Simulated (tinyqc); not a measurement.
Band bending at a free surface with a continuum of surface states, surface photovoltage and Kelvin probe: two steps of the calculation.

n-type bulk, xi = Ec - EF = Vt ln(Nc/Nd), p0 = ni^2/Nd, ni = sqrt(Nc Nv) exp(-Eg/(2 Vt)), Eg in volts. b is the upward band bending, u = b/Vt. Space charge per area, in units of q: Qc = sign(b) sqrt((2 eps0 eps_r Vt/q) [(Nd + dn)(exp(-u) - 1) + Nd u + (p0 + dn)(exp(u) - 1)]), with dn the excess density under light (flat quasi-Fermi levels; 0 in the dark). The states hold -Ds (E0 - xi - b): negative while the Fermi level lies above the neutrality level. Neutrality: Qc + Qf + (charge of the states) = 0.

Parameters, values chosen for the exercise; band and dielectric values close to those of germanium: temperature T = 300 K; band gap Eg = 0.673 eV; relative permittivity eps_r = 15.8; conduction-band density of states at T Nc = 1.03e19 cm^-3; valence-band density of states at T Nv = 6.01e18 cm^-3; electron affinity chi = 3.97 eV; donor density Nd = 2.9e17 cm^-3; fixed positive charge at the surface Qf = 0 cm^-2; density of surface states Ds = 1.2e14 cm^-2 eV^-1; depth of their neutrality level below the conduction edge E0 = 0.36 eV.

Constants: q = 1.602176634e-19 C, kB = 1.380649e-23 J/K, Vt = kB T/q, eps0 = 8.8541878128e-14 F/cm where lengths are in cm. Results are converted to the units shown.

Task 1. Bulk quantities. xi, ni, p0, the Debye length sqrt(eps0 eps_r Vt/(q Nd)) and the flat-band work function chi + xi.

Find: xi; ni; p0; Debye length; chi + xi.

Result 1.

xi = 0.092292 eV
ni = 1.7495e13 cm^-3
p0 = 1.0554e9 cm^-3
Debye length = 8.8226 nm
chi + xi = 4.0623 eV

Task 2. Band bending in the dark. Newton step: b(new) = b - (Qc + Qf - Ds (E0 - xi - b))/(dQc/db + Ds), dQc/db = (eps0 eps_r/q) [Nd (1 - exp(-u)) + p0 exp(u)]/Qc.

b at the start = 0.21 V

Give: b after iteration 1.

Result 2.

b after iteration 1 = 0.25860 V

Program tinyqc, `OMP_NUM_THREADS=1 python tinyqc.py 2430045 2430046 out.jsonl`; Intel Xeon 2.30GHz, shared host, one thread, about 0.01 s.
